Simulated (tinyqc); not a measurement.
Thin-body transistor below threshold, two-dimensional Poisson equation on a small mesh: one step of the calculation.

A thin body on a thick buried insulator of low permittivity, taken as carrying no normal field at the bottom of the body (row 0). Mobile charge is neglected (subthreshold), the body is fully depleted, and potentials are counted from the intrinsic level; rows run upward to the gate, columns from source to drain.

Problem. Coefficients of the five-point equations. Mesh: rows i = 0..2 in the semiconductor (step hs = tb/2, row 2 on the interface), then 2 step(s) ho = tox/2 up to the gate row 4; columns j = 0..6 (step hy = L/6). Box integration, divided by eps0: up_i = eps hy/h of the interval above row i, dn_i = that of the interval below (0 for row 0), lat_i = (sum of eps h/2 over the intervals above and below)/hy, s_i = -q Na w_i hy/eps0 with w_i the semiconductor height of the box (hs/2 for row 0 and the interface row, hs between, 0 in the insulator). Each free node obeys (up + dn + 2 lat) psi = up psi(above) + dn psi(below) + lat [psi(left) + psi(right)] + s.

Values chosen for this exercise; semiconductor permittivity close to that of silicon: relative permittivity of the semiconductor eps_r = 11.5; relative permittivity of the insulator eox = 9; body thickness tb = 4 nm; insulator thickness tox = 3.8 nm; channel length L = 34 nm; acceptor density of the depleted body Na = 0 cm^-3.

Constants: q = 1.602176634e-19 C, eps0 = 8.8541878128e-14 F/cm where lengths are in cm. Results are converted to the units shown.

Find: up; dn; lat; s.

Solution.

| row | up | dn | lat | s (V) |
|---|---|---|---|---|
| 0 | 32.58 | 0 | 2.029 | 0 |
| 1 | 32.58 | 32.58 | 4.059 | 0 |
| 2 | 26.84 | 32.58 | 3.538 | 0 |
| 3 | 26.84 | 26.84 | 3.018 | 0 |

Computed by the program tinyqc: `OMP_NUM_THREADS=1 python tinyqc.py 2480035 2480036 out.jsonl`, one thread of a shared Intel Xeon 2.30GHz, about 0.1 s for the whole run.
